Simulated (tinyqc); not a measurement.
Atomic layer deposition: Langmuir saturation, growth per cycle and coating of deep features. From growth per cycle back to sticking probability beta on free sites. Computed by tinyqc, a small Python program. Command: `OMP_NUM_THREADS=1 python tinyqc.py 3018803 3018804 out.jsonl ald inv`. One thread of a shared host (Intel(R) Xeon(R) Processor @ 2.30GHz), about 0.08 s of CPU time with the checks.

Precursor A sticks only on free sites, so a long enough pulse saturates; co-reactant B then frees the sites again.

Inputs (values chosen for the exercise, modelled on aluminium oxide from trimethylaluminium and water):
```
quantity                               value      unit
precursor mass M                          72         u
site density q                           4.6    1/nm^2
growth per cycle at saturation G         1.2  angstrom
precursor pressure p                     8.5        Pa
temperature T                            125         C
pulse time t                          0.0011         s
co-reactant completion per pulse c_B    0.95         -
desorption energy E_d                   1.15        eV
purge time t_p                           1.4         s
```

Constants: u = 1.6605390666e-27 kg; k_B = 1.380649e-23 J/K; k_B = 8.617333262e-05 eV/K.

Method:
- Wall flux F = p/sqrt(2 pi M k_B T); rate of filling k_a = beta F/q; desorption k_d = 1e13 exp(-E_d/(k_B T)) per second. 1/m^2 = 1e-18/nm^2.
- Temperatures in kelvin are T(C) + 273.15.
- One cycle from coverage th0: pulse A gives th1 = th_s + (th0 - th_s) exp(-(k_a + k_d) t), th_s = k_a/(k_a + k_d); the purge leaves th2 = th1 exp(-k_d t_p); pulse B converts c_B th2 into film and leaves th3 = (1 - c_B) th2. Growth = G c_B th2.
- The periodic state has th0 = th3: th0 = (1 - c_B) e_p th_s (1 - e_a)/(1 - (1 - c_B) e_p e_a), with e_a = exp(-(k_a + k_d) t), e_p = exp(-k_d t_p).
- Share of impinging molecules used = q (th1 - th0)/(F t).

Problem. A run gave the result below. Find the sticking probability beta on free sites, known to lie between 0.017 and 0.023.

growth per cycle = 0.4975686 angstrom

Solution.

Each step takes the trial c = (a f_b - b f_a)/(f_b - f_a), f being the result less the target and a, b, c the logarithms of the listed values; c replaces end b, the old b replaces a if the sign of f changed, and otherwise f_a is halved.

Scan of the range:
```
sticking probability beta on free sites  growth per cycle (angstrom)
0.0170                                                      0.469257
0.0179                                                      0.487356
0.0188                                                      0.504920
0.0198                                                      0.523827
0.0208                                                      0.542114
0.0219                                                      0.561540
0.0230                                                      0.580270
```

False position (Illinois rule, in the logarithm of the input) inside the bracket:
```
step      end a      end b      trial  growth per cycle (angstrom)
1     0.0179000  0.0188000  0.0184179                     0.497528
2     0.0188000  0.0184179  0.0184200                     0.497568
3     0.0188000  0.0184200  0.0184200                     0.497569
4     0.0184200  0.0184200  0.0184200                     0.497569
```

Growth per cycle rises at every point of a 13-point scan of the range (every second point is shown), so one value fits; it is bracketed by 0.0179 and 0.0188. Answer: sticking probability beta on free sites = 0.01842.

Caution: common pulse valves need about 10 ms, so a pulse this short is formal.
